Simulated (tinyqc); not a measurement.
Vacuum evaporation: vapour pressure, source flux, thickness distribution, purity and step coverage: one step, computed by the program tinyqc. Command: `OMP_NUM_THREADS=1 python tinyqc.py 3113873 3113874 out.jsonl evap walk`. One thread of a shared host (Intel(R) Xeon(R) Processor @ 2.30GHz), about 0.01 s of CPU time with the checks.

Molecular flow, unit sticking of the metal, no re-evaporation. The background gas is taken as water vapour (18.015 g/mol, collision diameter 0.37 nm) at 300 K.

Question. Vapour pressure and flux. log10(p_v/Pa) = A - B/T; flux from the surface Phi = p_v/sqrt(2 pi m k_B T), m = M u. Mass loss = Phi x area x m; heat of evaporation = ln(10) R B; d ln Phi/dT = ln(10) B/T^2 - 1/(2 T).

Inputs (values chosen for the exercise, modelled on copper, with constants for the liquid):

| quantity | value | unit |
|---|---|---|
| molar mass M | 63.55 | g/mol |
| vapour-pressure constant A | 10.89 | - |
| vapour-pressure constant B | 16440 | K |
| source temperature T | 1580 | K |
| source area | 6.6 | cm^2 |

Constants: u = 1.6605390666e-27 kg; k_B = 1.380649e-23 J/K; R = 8.314462618 J/(mol K).

Give: vapour pressure p_v; flux Phi; mass loss; heat of evaporation; change of flux per kelvin.

Answer.

vapour pressure p_v = 3.054 Pa

flux Phi = 2.540e+18 1/(cm^2 s)

mass loss = 6.368 g/h

heat of evaporation = 314.7 kJ/mol

change of flux per kelvin = 1.485 %/K

Holding the rate to 1 % needs the temperature to about 0.67 K.
